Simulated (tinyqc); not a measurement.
Ratio and sensitivities against delay: time-domain thermoreflectance: layered heat flow under a modulated pulse train, and what the signal ratio measures. Computed by tinyqc, a small Python program. Command: `OMP_NUM_THREADS=1 python tinyqc.py 3110907 3110908 out.jsonl tdtr walk`. One thread of a shared host (Intel(R) Xeon(R) Processor @ 2.30GHz), about 0.3 s of CPU time with the checks.

Pulses repeat at 80 MHz; heat is laid down at the surface, all layers are isotropic, and the film is in perfect contact with the substrate.

Inputs (values chosen for the exercise, modelled on aluminium on beta-Ga2O3):

| quantity | value | unit |
|---|---|---|
| metal thickness d | 110 | nm |
| metal conductivity | 130 | W/(m K) |
| metal heat capacity | 2.42 | MJ/(m^3 K) |
| boundary conductance G under the metal | 74 | MW/(m^2 K) |
| film thickness | 34 | nm |
| film conductivity | 12 | W/(m K) |
| film heat capacity | 1.6 | MJ/(m^3 K) |
| substrate conductivity kappa | 14 | W/(m K) |
| substrate heat capacity C | 3.34 | MJ/(m^3 K) |
| modulation frequency f | 5 | MHz |
| spot radius w (1/e^2, pump and probe) | 5 | micrometre |

Stack: metal, film, substrate.

Method:
- For radial wave number k and angular frequency W each layer has u = sqrt(4 pi^2 k^2 + i W C/kappa) and gamma = kappa u. Surface impedance from below: Z = 1/gamma for the substrate; a layer of thickness L maps Z to (Z + tanh(u L)/gamma)/(1 + gamma Z tanh(u L)); a boundary adds 1/G.
- Response per absorbed watt H(W) = 2 pi int_0^(2/w) Z(k, W) exp(-pi^2 k^2 w^2) k dk by 20 Gauss-Legendre points.
- Signal: X + iY = sum_(m = -M..M) H(2 pi (f + m f_r)) exp(i 2 pi m f_r t) exp(-pi (m/M)^2 x 4), f_r = 80 MHz, M = 4000, with H(-W) the complex conjugate of H(W); V_in = X, V_out = Y, ratio = -V_in/V_out.
- Sensitivity S = ln(ratio'/ratio)/ln(1.01) for a rise of one input by 1 %.

Ratio and sensitivities:

| t (ps) | ratio | S to kappa | S to G | S to d | S to C | S to w | S to film conductivity |
|---|---|---|---|---|---|---|---|
| 100 | 3.0006 | 0.36623 | 0.08157 | -0.62669 | 0.35457 | -0.20529 | 0.021234 |
| 200 | 2.8587 | 0.36287 | 0.06216 | -0.77083 | 0.35104 | -0.20273 | 0.019023 |
| 400 | 2.7104 | 0.35720 | 0.03159 | -0.72775 | 0.34522 | -0.19799 | 0.014238 |
| 800 | 2.4618 | 0.34561 | -0.01630 | -0.64433 | 0.33331 | -0.18972 | 0.005167 |
| 1500 | 2.1217 | 0.32599 | -0.07743 | -0.52616 | 0.31306 | -0.17820 | -0.007537 |
| 2500 | 1.7644 | 0.30085 | -0.13700 | -0.39754 | 0.28689 | -0.16637 | -0.020670 |
| 4000 | 1.3903 | 0.26947 | -0.19352 | -0.25878 | 0.25364 | -0.15552 | -0.033777 |

The largest sensitivity in size at 100 ps is to d (-0.63). The sensitivity to G changes sign between 400 and 800 ps, which helps to separate G from inputs whose sensitivity keeps its sign. kappa and C enter almost alike, through the effusivity. At 400 ps an error of 3 % in d passes on as 6 % in kappa.

Extremes, crossings and ranges named in words are read from the listed rows.
